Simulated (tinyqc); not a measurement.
## Doping and voltage from widths and field

Question. In the depletion approximation an abrupt p-n junction has a triangular field: peak E = q Nd xn/(eps0 eps_r) = q Na xp/(eps0 eps_r), W = xn + xp, and Vbi - V = E W/2. Find Nd, Na and Vbi - V.

Parameters, values chosen for the exercise: relative permittivity eps_r = 9.64.

Constants: q = 1.602176634e-19 C, eps0 = 8.8541878128e-14 F/cm where lengths are in cm. Results are converted to the units shown.

W = 1116.9694 nm
peak field = 47.457106 kV/cm
xn = 936.38157 nm

Answer. Gauss's law on each side gives its doping from the peak field and its width; the voltage is the area of the triangle.

Nd = 2.700e15 cm^-3
Na = 1.400e16 cm^-3
Vbi - V = 2.650 V

Computed by the program tinyqc: `OMP_NUM_THREADS=1 python tinyqc.py 2000077 2000078 out.jsonl`, one thread of a shared Intel Xeon 2.30GHz, about 0.02 s for the whole run.
